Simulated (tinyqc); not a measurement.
Ion implantation: universal nuclear stopping, Lindhard-Scharff electronic stopping and a Gaussian range profile: one step, computed by the program tinyqc. Command: `OMP_NUM_THREADS=1 python tinyqc.py 3017837 3017838 out.jsonl implant walk`. One thread of a shared host (Intel(R) Xeon(R) Processor @ 2.30GHz), about 0.05 s of CPU time with the checks.

An ion slows by elastic collisions with screened nuclei and by friction with electrons; channelling is ignored and the target is uniform.

Problem. Damage. Kinchin-Pease count with efficiency 0.8: N_d = 0.8 nu/(2 E_d), taking all of nu as damage energy (an upper estimate, as recoils also lose energy to electrons). Spread over a depth R_p + dR_p, displacements per atom = Q N_d/(N (R_p + dR_p)).

Inputs (values chosen for the exercise, modelled on nitrogen ions in silicon): target density N = 49.94 1/nm^3; dose Q = 1.3e+12 1/cm^2; displacement energy E_d = 15 eV.

energy lost to nuclei nu = 3.851268 keV

projected range R_p = 19.86145 nm

straggle dR_p = 6.238507 nm

Give: displacements per ion N_d; displacements per atom.

Solution.

displacements per ion N_d = 102.7

displacements per atom = 0.001024

One displacement per atom would need a dose of 1.3e15 per cm^2 if no defects annealed.
